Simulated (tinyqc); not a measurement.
Gate length: charge control and current of a heterostructure field-effect transistor. Computed by tinyqc, a small Python program. Command: `OMP_NUM_THREADS=1 python tinyqc.py 3022622 3022623 out.jsonl hemt walk`. One thread of a shared host (Intel(R) Xeon(R) Processor @ 2.30GHz), about 0.01 s of CPU time with the checks.

Two subbands in a triangular well; E_F is counted from the conduction band edge of the channel at the interface.

Inputs (values chosen for the exercise, modelled on AlGaN/GaN):

| quantity | value | unit |
|---|---|---|
| channel mass m | 0.2 | m_0 |
| permittivity eps (barrier and channel) | 9.75 | - |
| barrier thickness d | 8.1 | nm |
| Schottky barrier phi_B | 1.2 | eV |
| conduction band offset dE_c | 0.45 | eV |
| polarisation charge sigma/e | 1.7e+13 | 1/cm^2 |
| gate voltage V_G | 0.41 | V |
| mobility mu | 1400 | cm^2/(V s) |
| saturation velocity v_s | 1.4 | 1e7 cm/s |
| gate length L | 1600 | nm |
| source resistance R_S | 0 | ohm mm |
| temperature T | 77 | K |
| mixing | 0.5 | - |
| iteration cap | 200 | - |

Charge source: polarisation. Velocity law: smooth.

Constants: e = 1.602176634e-19 C; eps_0 = 8.8541878128e-12 F/m; k_B = 8.617333262e-05 eV/K; hbar = 1.054571817e-34 J s; m_0 = 9.1093837015e-31 kg; k_B = 1.380649e-23 J/K.

Method:
- Threshold V_T = phi_B - dE_c - sigma d/(eps eps_0) (in volts); C_b = eps eps_0/d.
- Charge control: n_s = C_b (V_G - V_T - E_F/e)/e. Well: mean field F = e n_s/(2 eps eps_0), E_i = (hbar^2/2m)^(1/3) [(3 pi e F/2)(i + 3/4)]^(2/3), i = 0, 1; n_s = D k_B T sum_i ln(1 + exp((E_F - E_i)/k_B T)), D = m/(pi hbar^2), which is solved in closed form for E_F.
- Iteration from n_s = C_b (V_G - V_T)/(2e): E_F from n_s, n_out from the charge control, n_new = n_s + mixing (n_out - n_s), kept above n_s/10; stop when |n_out/n_s - 1| < 1e-9.
- C_g = e dn_s/dV_G = 1/(1/C_b + 1/C_q), 1/C_q = d(E_F/e)/d(e n_s) by a central difference of +/- 0.1 % in n_s; added distance dd = eps eps_0/C_q.
- With V = e n_s/C_g and V_c = v_s L/mu: for v = mu F/(1 + mu F/v_s), V_Dsat = V_c (sqrt(1 + 2V/V_c) - 1) and I/W = C_g v_s (V - V_Dsat); g_m = dI/dV; extrinsic g_m/(1 + g_m R_S); f_T = g_m/(2 pi C_g L).

sheet density n_s = 1.17716e+13 1/cm^2

gate capacitance C_g = 0.892201 microfarad/cm^2

V = 2.11390 V

Scaling; the last columns are v_s/(2 pi L) and mu V/(2 pi L^2):

| L (nm) | I/W (mA/mm) | g_m (mS/mm) | extrinsic g_m (mS/mm) | f_T (GHz) | velocity limit (GHz) | mobility limit (GHz) |
|---|---|---|---|---|---|---|
| 30 | 2231.5 | 1144.2 | 1144.2 | 6.8038e+02 | 742.72 | 5.2335e+04 |
| 60 | 2081.8 | 1101.3 | 1101.3 | 3.2743e+02 | 371.36 | 1.3084e+04 |
| 120 | 1888.1 | 1041.6 | 1041.6 | 1.5483e+02 | 185.68 | 3.2709e+03 |
| 250 | 1631.1 | 953.9 | 953.9 | 6.8067e+01 | 89.13 | 7.5362e+02 |
| 500 | 1344.5 | 842.9 | 842.9 | 3.0071e+01 | 44.56 | 1.8840e+02 |
| 1000 | 1033.6 | 702.8 | 702.8 | 1.2537e+01 | 22.28 | 4.7101e+01 |
| 2000 | 730.3 | 541.2 | 541.2 | 4.8274e+00 | 11.14 | 1.1775e+01 |
| 5000 | 401.4 | 329.6 | 329.6 | 1.1760e+00 | 4.46 | 1.8840e+00 |

f_T scales as L^-1.06 at the short end and L^-1.54 at the long end; the two limits cross at L = mu V/v_s = 2110 nm. g_m tends to C_g v_s = 1250 mS/mm. Fringe capacitances and short-channel effects, left out, lower f_T once L is below about ten barrier thicknesses.

Extremes, crossings and ranges named in words are read from the listed rows.
